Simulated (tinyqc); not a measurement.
Ten-year voltage from two stress tests.

Question. Lifetimes follow tau = t0 exp(B/Vd). Ten years are 3.15576e8 s. Find B, t0 and the drain voltage for ten years.

lifetimes at Vd = 1.8 and 2.1 V (s): 1.3e5  246.028765

Solution. ln(tau) is linear in 1/Vd.

B = 79.0 V
t0 = 1.13e-14 s
ten-year voltage = 1.53 V

Program tinyqc, `OMP_NUM_THREADS=1 python tinyqc.py 2550115 2550116 out.jsonl`; Intel Xeon 2.30GHz, shared host, one thread, about 0.01 s.
